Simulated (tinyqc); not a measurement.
Tersoff bond-order potential: one step, computed by the program tinyqc.

E = (1/2) sum_(i, j != i) [A exp(-lambda r_ij) - b_ij B exp(-mu r_ij)], b_ij = (1 + (beta zeta_ij)^n)^(-1/(2n)), zeta_ij = sum_(k != i, j) g(theta_ijk), g = 1 + c^2/d^2 - c^2/(d^2 + (h - cos theta)^2), with theta at atom i. Only nearest neighbours count (cut-off function 1 for them, 0 beyond).

Question. Unrelaxed vacancy. Each of the four neighbours loses one bond; its three other bonds now have zeta = 2 g, for the direction that starts at it. E_v = -E + 12 x (1/2)(b(3g) - b(2g)) B exp(-mu r), where -E is the pair-like cost.

Inputs (values chosen for the exercise, modelled on germanium):
```
quantity     value        unit
B           413.89          eV
mu          1.7047  1/angstrom
beta      9.03e-07           -
n           0.7488           -
```

zeta = 7870.556

energy per atom of the diamond lattice = -3.546079 eV

bond order b = 0.9838885

bond length = 2.488421 angstrom

Give: b(2g); unrelaxed vacancy energy E_v.

Answer.

b(2g) = 0.98804

unrelaxed vacancy energy E_v = 3.3977 eV

Stronger back bonds return 0.148 eV, so E_v is 96 % of the cohesive energy.
